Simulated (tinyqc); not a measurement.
What each change does: thin (001) film in sp3s* tight binding with raised dangling bonds.

Planes alternate anion (a), cation (c) along [001], a/4 apart, starting with an anion; zero in-plane momentum; levels counted from the bulk Ev, the lower root of [[Epa, Vxx], [Vxx, Epc]]; no spin-orbit coupling. Block of s, pz, s*: from an anion to the cation above, Vss/2 (s,s), Vsapc/2 (s,z), -Vscpa/2 (z,s), Vxx/2 (z,z), Vxapc/2 (s*,z), -Vpaxc/2 (z,s*); to the cation below the same with the s-z and s*-z signs reversed. Block of u = (px + py)/sqrt2 and v = (px - py)/sqrt2: to the cation above (Vxx + Vxy)/2 for u and (Vxx - Vxy)/2 for v, to the cation below the reverse. Each surface atom has two dangling sp3 hybrids; raising both by dl adds (dl/2) [[1, t], [t, 1]] to its s, pz levels (t = -1 at the bottom face, +1 at the top) and dl to the one of u, v in whose plane the missing bonds lie (v for a bottom anion or a top cation, u for a top anion).

Inputs chosen for the exercise (out of a larger set: near a published set for GaP, fitted to gaps, whose masses and valley positions are rough; not measured data): p = (-8.108, 1.121, -2.213, 4.141, 8.507, 7.143, -7.441, 2.149, 5.124, 4.26, 6.361, 4.652, 5.152) eV (order Esa, Epa, Esc, Epc, Exa, Exc, Vss, Vxx, Vxy, Vsapc, Vscpa, Vxapc, Vpaxc); Nw = 19 (planes in the thicker film); dp = 30 eV (value of dl for the passivated films).

edges (eV): Gamma 2.83848, Delta 2.35203

A film of Nw planes with shift dp: highest level below mid-gap (half the lower bulk edge) and the two lowest above.

Results for these values:
```
case,Ev1 (eV),Ec1 (eV),Ec2 (eV)
base,-0.0881,2.3843,2.4848
```

What happens to each result for dp = 15 eV, all else kept?

Answer: Ev1 falls from -0.0881 to -0.0887; Ec1 falls from 2.3843 to 2.3842; Ec2 falls from 2.4848 to 2.4842.

The same for each parameter in turn:
```
case,Ev1 (eV),Ec1 (eV),Ec2 (eV)
base,-0.0881,2.3843,2.4848
Nw = 21,-0.0738,2.3781,2.4596
dp = 15 eV,-0.0887,2.3842,2.4842
```

An odd change of Nw also changes which atoms end the film, so levels need not move as thickness alone would move them; the row for dp shows how far the passivation is from converged.

Run: tinyqc, `OMP_NUM_THREADS=1 python tinyqc.py 1452194 1452195 out.jsonl`; Intel(R) Xeon(R) Processor @ 2.30GHz, one thread, shared host; about 0.3 s of CPU time with all checks.
